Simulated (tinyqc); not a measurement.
What moves the zone average: special k points of the fcc lattice.

Lattice vectors in units of a: a1 = (0, 1/2, 1/2), a2 = (1/2, 0, 1/2), a3 = (1/2, 1/2, 0); reciprocal vectors b_i with a_i . b_j = 2 pi delta_ij. Mesh: k = sum_i f_i b_i with f_i = (2 j_i + shift)/(2 N), j_i = 0 .. N-1. The point group of the lattice has 48 operations; only those that map the mesh onto itself are used.

A_m(k) = sum over the m-th star of lattice vectors R of cos(k . R), stars in order of length: m = 1: |R|^2 = 0.5, 12 vectors, such as (1, 0, 0) in the basis a_i; m = 2: |R|^2 = 1, 6 vectors, such as (1, 1, -1) in the basis a_i; m = 3: |R|^2 = 1.5, 24 vectors, such as (2, 0, -1) in the basis a_i; m = 4: |R|^2 = 2, 12 vectors, such as (2, 0, 0) in the basis a_i; m = 5: |R|^2 = 2.5, 24 vectors, such as (2, 1, -1) in the basis a_i; m = 6: |R|^2 = 3, 8 vectors, such as (3, -1, -1) in the basis a_i. The zone mean of every A_m is zero.

Test function, the lower band of a two-band insulator: E(k) = -sqrt(D^2 + (e0 - t A_1(k))^2).

Values chosen for the exercise (the lattice of Si, GaAs, Cu and Al; shifted at random, so the results belong to these values and not to a real crystal):

| symbol | value | unit | meaning |
|---|---|---|---|
| D | 1.7 | eV | half gap term |
| t | 0.46 | eV | coupling |
| e0 | 2.68 | eV | offset |
| N | 2 |  | points along each reciprocal vector |
| shift | 1 |  | half steps |

Mean of E over the mesh, and its error against the unshifted mesh with N = 24.

Results for these values:

| case | mean (eV) | error (meV) | irreducible points |
|---|---|---|---|
| base | -3.4114 | 6.20 | 2 |

What happens to each result for N = 3, all else kept?

Answer: mean falls from -3.4114 to -3.4206; error falls from 6.20 to -3.04; irreducible points rises from 2 to 6.

The same for each parameter in turn:

| case | mean (eV) | error (meV) | irreducible points |
|---|---|---|---|
| base | -3.4114 | 6.20 | 2 |
| N = 3 | -3.4206 | -3.04 | 6 |
| shift = 0 | -3.8115 | -393.93 | 3 |
| D = 1.19 eV | -3.1419 | 22.13 | 2 |
| t = 0.598 eV | -3.6561 | -37.31 | 2 |

Run: tinyqc, `OMP_NUM_THREADS=1 python tinyqc.py 1682529 1682530 out.jsonl`; Intel(R) Xeon(R) Processor @ 2.30GHz, one thread, shared host; about 0.1 s of CPU time with all checks.
